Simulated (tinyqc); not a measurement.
Plane-wave Kohn-Sham cycle with exchange-only LDA in a layered model solid, step by step. One step of it, computed by the program tinyqc.

Question. Iteration 1: Hamiltonian at one k. H(m,m') = (k + G_m)^2/2 delta + V(G_m - G_m'), with V(-G) = V(G).

A solid whose potential varies along x alone (atomic units):
```
parameter                      value
period a                    8.800000
cross-section of the cell  10.000000
electrons per cell                 4
grid points                       16
plane waves -n..n, n               2
k points                           2
V1 in V1 cos(2 pi x/a)     -0.220000
```

V(G_m), m = 0, 1, 2, ... (hartree): -0.351439  -0.110000  0.000000  0.000000  0.000000

k = 0.250000 2 pi / a

Give: H.

Answer.

H (hartree):
```
         -2       -1       +0       +1       +2
-2   0.4292  -0.1100   0.0000   0.0000   0.0000
-1  -0.1100  -0.2081  -0.1100   0.0000   0.0000
+0   0.0000  -0.1100  -0.3355  -0.1100   0.0000
+1   0.0000   0.0000  -0.1100   0.0468  -0.1100
+2   0.0000   0.0000   0.0000  -0.1100   0.9390
```
